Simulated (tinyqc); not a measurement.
# Changing the polish time t

Model: chemical-mechanical planarisation: Preston law, pattern density and step-height reduction. Computed by tinyqc, a small Python program. Command: `OMP_NUM_THREADS=1 python tinyqc.py 3025794 3025795 out.jsonl cmp sweep`. One thread of a shared host (Intel(R) Xeon(R) Processor @ 2.30GHz), about 0.02 s of CPU time with the checks.

A row of 12 cells, repeated periodically, holds raised features that cover a share rho of each cell.

Inputs (values chosen for the exercise, close to those used for copper polishing): Preston coefficient K = 4.3e-14 1/Pa; pressure P = 44 kPa; platen and carrier speed = 40 rpm; distance between the centres = 15 cm; initial step height h0 = 570 nm; contact height h_c = 93 nm; film above the raised areas z0 = 1300 nm; cell size = 1.5 mm; planarisation length = 4.1 mm.

local pattern densities, cell by cell: [0.8, 0.25, 0.6, 0.9, 0.2, 0.2, 0.3, 0.25, 0.7, 0.1, 0.6, 0.3]

Method:
- With equal rotation speeds the relative speed is uniform, v = omega r_c; Preston rate R0 = K P v.
- The stiff pad averages the density: rho_eff(i) = sum_j w_ij rho_j / sum_j w_ij, w = exp(-2 d^2/L^2), L the planarisation length and d the distance between cell centres, summed over all periodic images of cell j.
- While h > h_c only raised areas polish, at R0/rho_eff, until t_c = rho_eff (h0 - h_c)/R0. After that h = h_c exp(-(t - t_c)/tau), tau = rho_eff h_c/R0; low areas polish at R0 (1 - h/h_c) and raised areas at R0 [1 + (1 - rho_eff) h/(rho_eff h_c)]. Removed from raised areas after t_c: h0 - h_c + R0 (t - t_c) + (1 - rho_eff)(h_c - h); from low areas: R0 (t - t_c) - rho_eff (h_c - h). Film left = z0 less the removal from raised areas.

One run for each value:
```
polish time t (s)  range of film left across the row (nm)  largest remaining step (nm)  thinnest film left (nm)
39                                                  65.38                   4.8554e+02                   1150.2
56                                                  93.87                   4.4873e+02                   1084.9
82                                                 137.46                   3.9242e+02                    985.0
120                                                201.16                   3.1013e+02                    839.0
170                                                217.91                   2.0185e+02                    713.9
250                                                157.16                   4.6535e+01                    609.5
370                                                137.81                   2.8460e+00                    466.5
530                                                136.56                   6.8577e-02                    276.3
```

What does the table show, and why?

Over the rows, range of film left across the row (nm) goes from 65.4 through a maximum among these rows, 218 at 170, to 137; largest remaining step (nm) falls from 486 to 0.0686 (exponent d ln y / d ln x -0.22 between the first rows and -10 between the last); thinnest film left (nm) falls from 1150 to 276 (exponent d ln y / d ln x -0.16 between the first rows and -1.5 between the last). At the low end the exponent of range of film left across the row is 1.00, close to 1: before contact the removals grow in fixed ratio.  Left out: 780 (the film is polished through).

Extremes, crossings and ranges named in words are read from the listed rows.
